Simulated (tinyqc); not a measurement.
Worked calculation: sp3 tight binding, zinc-blende lattice. One step of it, computed by the program tinyqc.

Question. Bloch Hamiltonian at L. Slater-Koster rules over the four bonds with direction cosines (l, m, n): ss V_ss; s-px l V_sp; px-s -l V_sp; px-px l^2 V_pps + (1 - l^2) V_ppp; px-py l m (V_pps - V_ppp); each times exp(i k.d).

Parameters chosen for this model: zinc-blende lattice, anion at 0, cation at a/4 (1,1,1); V = eta hbar^2 / (m d^2), hbar^2/m = 7.619964 eV angstrom^2:
```
parameter,value,unit
a,4.050000,angstrom
d,1.753701,angstrom
Es anion,-11.360000,eV
Ep anion,-6.720000,eV
Es cation,-11.360000,eV
Ep cation,-6.720000,eV
eta ss,-1.270000,
eta sp,1.740000,
eta pp sigma,2.660000,
eta pp pi,-0.660000,
V ss,-3.146627,eV
V sp,4.311127,eV
V pp sigma,6.590574,eV
V pp pi,-1.635255,eV
```

k point L (2 pi / a): 0.500000  0.500000  0.500000

Give: H(k) at L.

Answer.

H(k) at L (eV), lower triangle (Hermitian):
```
,a s,a px,a py,a pz,c s,c px,c py,c pz
a s,-11.3600
a px,0.0000,-6.7200
a py,0.0000,0.0000,-6.7200
a pz,0.0000,0.0000,0.0000,-6.7200
c s,-4.4500-4.4500i,3.5200+3.5200i,3.5200+3.5200i,3.5200+3.5200i,-11.3600
c px,-3.5200-3.5200i,1.5651+1.5651i,-3.8777-3.8777i,-3.8777-3.8777i,0.0000,-6.7200
c py,-3.5200-3.5200i,-3.8777-3.8777i,1.5651+1.5651i,-3.8777-3.8777i,0.0000,0.0000,-6.7200
c pz,-3.5200-3.5200i,-3.8777-3.8777i,-3.8777-3.8777i,1.5651+1.5651i,0.0000,0.0000,0.0000,-6.7200
```
